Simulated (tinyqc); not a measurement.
MOSFET in saturation, small-signal circuit and noise: one step of the calculation.

Bias by the inversion coefficient IC = I/Ispec (charge-based model with velocity saturation; weak inversion below 0.1, strong above 10). Common-source circuit: gm, gds, Cgs, Cgd and Cj at the inner nodes, Rg in series with the gate; quasi-static, no source or drain resistance, no gate-body capacitance, no substrate network, no induced gate noise, so fmax is an upper estimate.

Question. Admittance matrix. Inner admittances at w = 2 pi f: y11 = i w (Cgs + Cgd), y12 = -i w Cgd, y21 = gm - i w Cgd, y22 = gds + i w (Cgd + Cd). Invert to Z, add Rg to Z11 and invert back to Y.

Parameters, values chosen for the exercise: signal frequency f = 1 GHz.

gm = 0.51674069 mS
gds = 0.0093013325 mS
Cgs = 4.4962031 fF
Cgd = 1.9 fF
Cd = 3.2 fF
Rg = 67.692308 ohm

Wanted: inner y; Y with Rg.

Answer.

inner y (mS):
```
                1               2
1  0.0000+0.0402i  0.0000-0.0119i
2  0.5167-0.0119i  0.0093+0.0320i
```

Y with Rg (mS):
```
                1               2
1  0.0001+0.0402i  0.0000-0.0119i
2  0.5167-0.0133i  0.0093+0.0325i
```

Numbers from tinyqc (`OMP_NUM_THREADS=1 python tinyqc.py 2150019 2150020 out.jsonl`; about 0.01 s on one thread of a shared Intel Xeon 2.30GHz).
